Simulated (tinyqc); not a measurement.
# FinFET, parasitic resistance, capacitance and delay: several studies

Nf fins under one contact; each has gated perimeter p = 2 Hf + Wf and cross-section A = Hf Wf; contact width Wc = Nf pf, stack height Hs = Hf. Contact length Lc = CPP - Lg - 2 Lsp, shared by two neighbouring gates. Source and drain sides are equal. The formulas are first-order estimates, not field solutions.

Inputs (values chosen for the exercise); values close to those of silicon logic devices:
- T = 300 K (temperature)
- Nf = 4 (number of fins)
- Hf = 42 nm (fin height)
- Wf = 7 nm (fin width)
- pf = 30 nm (fin pitch)
- CPP = 54 nm (contacted gate pitch)
- Lg = 12 nm (gate length)
- Lsp = 6 nm (spacer length)
- ks = 7 (relative permittivity of the spacer)
- Hc = 25 nm (gate height above the channel stack)
- rc = 3e-9 ohm cm^2 (contact resistivity)
- re = 0.00027 ohm cm (resistivity of the source-drain epitaxy)
- te = 20 nm (current-carrying depth of the epitaxy)
- rx = 0.0018 ohm cm (resistivity of the extension)
- Lov = 2 nm (gate overlap)
- Cinv = 2.3 uF/cm^2 (inversion capacitance)
- vx = 1.5e7 cm/s (injection velocity)
- mu = 210 cm^2/(V s) (apparent mobility)
- VT = 0.18 V (threshold at zero drain voltage)
- dl = 0.079 V/V (barrier lowering)
- n = 1.27 (subthreshold factor)
- Cw = 0.2 fF (wire load)
- Vdd = 0.7 V (supply voltage)

Constants: q = 1.602176634e-19 C, kB = 1.380649e-23 J/K, eps0 = 8.8541878128e-12 F/m, Vt = kB T/q. Results are converted to the units shown.

Each table varies one quantity; the others keep the values above.

## Effect of the fin pitch

Epitaxy sheet resistance Rsh = re/te, transfer length LT = sqrt(rc/Rsh), contact Rc = [sqrt(rc Rsh)/Wc] coth(Lc/(2 LT)); extension of one fin Rx = rx Lsp/A. With N fins: gate Cg = Cinv p N Lg; per side, plate Cp = ks eps0 [Wc (Hs + Hc) - N A]/Lsp, top fringe Cf = (2/pi) ks eps0 Wc ln(1 + Lg/(2 Lsp)), overlap Co = Cinv p N Lov. One fin: I = p Q vx u/(1 + |u|^1.8)^(1/1.8), Q = Cinv n Vt ln(1 + exp((Vg' - VT + dl Vd')/(n Vt))), u = Vd' mu/(vx Lg), Vg' = Vgs - v, Vd' = Vds - 2 v, with the drop on each side v = Rc (sum of I) + Rx I. Ieff = [I(Vgs = Vdd, Vds = Vdd/2) + I(Vdd/2, Vdd)]/2, total currents. With Cs = Cp + Cf + Co, the load of an inverter of two such devices driving an equal one is CL = 2 (Cg + 2 Cs) + 4 Cs + Cw (own drains counted twice for the Miller effect); delay CL Vdd/(2 Ieff).

The same in every row: Rx/N (ohm) = 91.84.

Effect of the fin pitch:

| pf (nm) | Rc (ohm) | Ieff (uA) | CL (aF) | delay (ps) |
|---|---|---|---|---|
| 18 | 287.1 | 262.6 | 852.1 | 1.136 |
| 22 | 234.9 | 283.5 | 944.2 | 1.166 |
| 26 | 198.8 | 299.4 | 1036 | 1.211 |
| 30 | 172.3 | 311.8 | 1128 | 1.267 |
| 36 | 143.5 | 325.9 | 1267 | 1.360 |
| 44 | 117.4 | 339.3 | 1451 | 1.496 |

What does the comparison show?

As pf goes from 18 to 44 nm, Ieff rises from 263 to 339 uA, CL rises from 852 to 1450 aF and the delay rises from 1.14 to 1.50 ps.

## Effect of the spacer length

Same model as above.

Results:

| Lsp (nm) | Rc (ohm) | Rx/N (ohm) | Ieff (uA) | CL (aF) | delay (ps) |
|---|---|---|---|---|---|
| 2 | 138.6 | 30.61 | 360.9 | 2289 | 2.220 |
| 4 | 153.4 | 61.22 | 336.5 | 1420 | 1.477 |
| 5 | 162.2 | 76.53 | 324.2 | 1245 | 1.345 |
| 6 | 172.3 | 91.84 | 311.8 | 1128 | 1.267 |
| 8 | 197.2 | 122.4 | 286.5 | 981.5 | 1.199 |
| 10 | 231.4 | 153.1 | 260.5 | 893.0 | 1.200 |
| 12 | 281.1 | 183.7 | 233.4 | 833.9 | 1.251 |

Estimate the missing row, Lsp = 3 nm.

Computed row:

| Lsp (nm) | Rc (ohm) | Rx/N (ohm) | Ieff (uA) | CL (aF) | delay (ps) |
|---|---|---|---|---|---|
| 3 | 145.6 | 45.92 | 348.8 | 1711 | 1.717 |

With this row back in the table: As Lsp goes from 2 to 12 nm, Ieff falls from 361 to 233 uA, CL falls from 2290 to 834 aF and the delay goes from 2.22 through a minimum of 1.20 (at Lsp = 8 nm among the rows listed) to 1.25 ps. A thin spacer costs capacitance, a thick one resistance and contact length, hence the minimum. For Lsp = 2 to 3 nm the spacer is under 3.5 nm, where leakage and breakdown between gate and contact would forbid it.

## Effect of the fin height

Same model as above.

The same in every row: Rc (ohm) = 172.3.

Results:

| Hf (nm) | Rx/N (ohm) | Ieff (uA) | CL (aF) | delay (ps) |
|---|---|---|---|---|
| 20 | 192.9 | 180.9 | 799.2 | 1.546 |
| 30 | 128.6 | 245.2 | 948.8 | 1.355 |
| 40 | 96.43 | 301.4 | 1098 | 1.276 |
| 50 | 77.14 | 350.6 | 1248 | 1.246 |
| 60 | 64.29 | 393.6 | 1398 | 1.243 |
| 80 | 48.21 | 464.7 | 1697 | 1.278 |
| 90 | 42.86 | 494.3 | 1847 | 1.307 |

Estimate the missing row, Hf = 70 nm.

Computed row:

| Hf (nm) | Rx/N (ohm) | Ieff (uA) | CL (aF) | delay (ps) |
|---|---|---|---|---|
| 70 | 55.10 | 431.4 | 1547 | 1.255 |

With this row back in the table: As Hf goes from 20 to 90 nm, Ieff rises from 181 to 494 uA, CL rises from 799 to 1850 aF and the delay goes from 1.55 through a minimum of 1.24 (at Hf = 60 nm among the rows listed) to 1.31 ps. From the first row to the last Ieff grows by a factor of 2.73 and CL by 2.31; the first step changes the delay by -12 %, the last by 2.3 %.

tinyqc, about 0.05 s, one thread, Intel Xeon 2.30GHz (shared host): `OMP_NUM_THREADS=1 python tinyqc.py 2170151 2170152 out.jsonl`
